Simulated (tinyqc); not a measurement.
An infinitely deep well in a field (quantum-confined Stark shift), Airy functions: the Stark shift against mass.

Hard walls at x = -L/2 and +L/2; between them U(x) = -F x (eV, zero at the centre). C = hbar^2/(2 m0), e = (C F^2/m1)^(1/3), z1 = (F L/2 - E)/e at the left wall and z2 = (-F L/2 - E)/e at the right wall. Levels are the roots of D(E) = Ai(z1) Bi(z2) - Ai(z2) Bi(z1).

Exact shifts E_n(F) - E_n(0) from the roots of D; <x> = -dE_1/dF. E_n(0) = C (n pi/L)^2/m1; second-order shift m1 F^2 L^4 (1 - 15/(pi n)^2)/(48 C pi^2 n^2).

Inputs (values chosen for the exercise): well width L = 15.8 nm; field F = 0.0018 V/nm.

Constants: q = 1.602176634e-19 C, hbar = 1.054571817e-34 J s, m0 = 9.1093837015e-31 kg, hbar^2/(2 m0) = 0.0380998212 eV nm^2. Results are converted to the units shown.

Results:
```
m1 (m0),F L/E_1(0),shift of level 1 (meV),"second order, 1 (meV)",shift of level 2 (meV),"second order, 2 (meV)",<x> of level 1 (nm)
0.029,0.5475,-0.1685,-0.1686,0.05019,0.05029,0.1872
0.038,0.7175,-0.2208,-0.2210,0.06568,0.06590,0.2450
0.05,0.9440,-0.2902,-0.2908,0.08621,0.08670,0.3219
0.066,1.246,-0.3826,-0.3838,0.1133,0.1145,0.4239
0.086,1.624,-0.4975,-0.5001,0.1466,0.1491,0.5500
0.11,2.077,-0.6343,-0.6397,0.1856,0.1908,0.6990
0.2,3.776,-1.132,-1.163,0.3172,0.3468,1.226
```

Estimate the missing row, m1 = 0.15 m0.

Computed row:
```
m1 (m0),F L/E_1(0),shift of level 1 (meV),"second order, 1 (meV)",shift of level 2 (meV),"second order, 2 (meV)",<x> of level 1 (nm)
0.15,2.832,-0.8590,-0.8723,0.2473,0.2601,0.9402
```

With this row back in the table: The shift of level 1 falls from -0.169 to -1.13 meV, as m1^(1.00) between the first two rows and m1^(0.96) between the last two (second order: power 1). Second order is 0.059 % above it in size in the first row and 2.7 % above it in the last. The shift of level 2 rises from 0.0502 to 0.317 meV.

Numbers from tinyqc (`OMP_NUM_THREADS=1 python tinyqc.py 2580029 2580030 out.jsonl`; about 0.02 s on one thread of a shared Intel Xeon 2.30GHz).
